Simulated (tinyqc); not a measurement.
Comparisons within one model: two-band k.p model of the Delta valleys near the X point under shear strain. A value that a table varies takes the place of the one given here.

Valley pair on the [001] axis, kz counted from the X point, c = hbar^2/2m0, k0 = kx0 2 pi/a. H = (c kz^2/ml + c (kx^2 + ky^2)/mt + c k0^2/ml) 1 + (2 c k0 kz/ml) sigma_z + (D exy - 2 c kx ky/Mp) sigma_x, so E = c kz^2/ml + c (kx^2 + ky^2)/mt + c k0^2/ml -/+ sqrt((2 c k0 kz/ml)^2 + (D exy - 2 c kx ky/Mp)^2). Without strain the lower band has its minima, E = 0, at kz = +/- k0. Shifts from diagonal strain are left out.

For |eta| < 1: k_min = k0 sqrt(1 - eta^2), E_min = -Delta eta^2/2, ml(eta) = ml/(1 - eta^2), 1/m[110] = 1/mt + eta/Mp, 1/m[1-10] = 1/mt - eta/Mp. For |eta| > 1 the minimum sits at X: E_min = -Delta (2 |eta| - 1)/2, ml(eta) = ml/(1 - 1/|eta|), and eta is replaced by its sign in the transverse masses. Here Delta = 2 c k0^2/ml and eta = D exy/Delta.

s11 = (C11 + C12)/((C11 - C12)(C11 + 2 C12)), s12 = -C12/((C11 - C12)(C11 + 2 C12)), s44 = 1/C44; exx = s11 sxx + s12 (syy + szz) and cyclic, exy = s44 sxy/2; tension is positive. A uniaxial stress X along the unit vector n is s_ij = X n_i n_j.

Constants: hbar^2/2m0 = 3.80998211 eV angstrom^2; kB = 8.617333262e-05 eV/K.

Inputs chosen for the exercise (near those of Si; not measured data): a = 5.422 angstrom (lattice constant); ml = 0.92 m0 (longitudinal mass); mt = 0.203 m0 (transverse mass); kx0 = 0.153 2 pi/a (distance of the minimum from X); D = 14.7 eV (shear deformation potential); Mp = 0.243 m0 (coupling mass); C11 = 168 GPa; C12 = 63.9 GPa; C44 = 78.8 GPa; Xu = 8.81 eV (uniaxial potential); T = 300 K (temperature); exy = 0.0095 (shear strain).

## Sweep of the shear strain

Delta = 2 c k0^2/ml, eta = D exy/Delta.

The minimum:
```
exy,eta,k_min/k0,E_min (meV),ml(eta),m[110],m[1-10],density-of-states mass
0.0000,0.000,1.000,0.0,0.920,0.2030,0.2030,0.336
0.0018,0.102,0.995,-1.3,0.930,0.1871,0.2218,0.338
0.0044,0.248,0.969,-8.0,0.981,0.1681,0.2562,0.348
0.0089,0.502,0.865,-32.9,1.231,0.1430,0.3499,0.395
0.0133,0.751,0.660,-73.4,2.109,0.1247,0.5447,0.523
0.0159,0.898,0.441,-104.9,4.738,0.1160,0.8117,0.764
0.0213,1.203,0.000,-182.9,5.462,0.1106,1.2332,0.907
0.0283,1.598,0.000,-285.8,2.459,0.1106,1.2332,0.695
```

What can be read from the table?

The valleys reach X at eta = 1, that is exy = 0.0177. The shift is quadratic up to eta = 1 (-8.0 meV at eta = 0.25, -32.9 meV at 0.50) and linear beyond, while 1/m[110] rises linearly, taking m[110] from 0.203 to its floor 0.1106, a gain of 84 % in 1/m. ml(eta) diverges at eta = 1; the largest value listed is 5.46. A deformation-potential model with fixed masses misses all of this.

## Tension along [110]: repopulation and mass change

The z valleys move against the x and y valleys by Xu (ezz - exx) and, through the shear, by E_min. Share of the z valleys n = w/(w + 2 exp(dE/kT)), dE the total relative shift, w = sqrt(ml(eta) m[110] m[1-10]/(ml mt^2)). Along [110]: 1/m_c = n/m[110] + (1 - n)(1/ml + 1/mt)/2. Fixed masses means E_min = 0, w = 1, m[110] = mt. Gains are against 3/(1/ml + 2/mt) at a fixed scattering time.

Results:
```
X (GPa),Xu (ezz - exx) (meV),E_min (meV),m[110],m_c fixed masses,m_c with shear,gain fixed (%),gain with shear (%)
0.00,0.0,0.0,0.2030,0.2742,0.2742,0.0,0.0
0.25,-10.6,-0.3,0.1957,0.2610,0.2553,5.1,7.4
0.50,-21.2,-1.0,0.1889,0.2484,0.2353,10.4,16.5
1.00,-42.3,-4.2,0.1766,0.2279,0.1994,20.3,37.6
1.50,-63.5,-9.4,0.1658,0.2153,0.1746,27.4,57.1
2.00,-84.6,-16.7,0.1562,0.2087,0.1591,31.4,72.3
3.00,-126.9,-37.6,0.1401,0.2042,0.1403,34.3,95.4
```

What can be read from the table?

At 1 GPa repopulation alone gives 20.3 % and the shear terms raise it to 37.6 %. From 2 to 3 GPa the fixed-mass gain grows by 2.9 points, towards its ceiling of 35.1 % when all electrons sit in the z valleys, whereas the gain with shear grows by 23.1 points because m[110] keeps falling.

## What each parameter does

Delta = 2 c k0^2/ml, eta = D exy/Delta. Each row changes one parameter from the base and keeps the others.

Results:
```
case,eta,E_min (meV),ml(eta) (m0),m[110] (m0),m[1-10] (m0)
base,0.5364,-37.45,1.2915,0.1402,0.3678
ml = 0.8556 m0,0.4988,-34.83,1.1390,0.1433,0.3480
mt = 0.18879 m0,0.5364,-37.45,1.2915,0.1333,0.3237
kx0 = 0.16371 2 pi/a,0.4685,-32.71,1.1787,0.1459,0.3335
D = 13.671 eV,0.4988,-32.39,1.2247,0.1433,0.3480
Mp = 0.26001 m0,0.5364,-37.45,1.2915,0.1431,0.3492
exy = 0.01017,0.5742,-42.92,1.3725,0.1372,0.3901
```

How do the results move?

The largest shifts from the base row, up to three for each result and ties (the steps differ in size, so this ranks the rows, not the parameters). eta: kx0 -0.0679, exy +0.0378, ml -0.0375, D -0.0375; unchanged at the printed digits by mt and Mp. E_min (meV): exy -5.47, D +5.06, kx0 +4.74; unchanged at the printed digits by mt and Mp. ml(eta) (m0): ml -0.1526, kx0 -0.1129, exy +0.0809; unchanged at the printed digits by mt and Mp. m[110] (m0): mt -0.0069, kx0 +0.0057, ml +0.0031, D +0.0031. m[1-10] (m0): mt -0.0441, kx0 -0.0343, exy +0.0223.

tinyqc: `OMP_NUM_THREADS=1 python tinyqc.py 1050446 1050447 out.jsonl`; about 0.01 s, one thread, shared Intel(R) Xeon(R) Processor @ 2.30GHz.
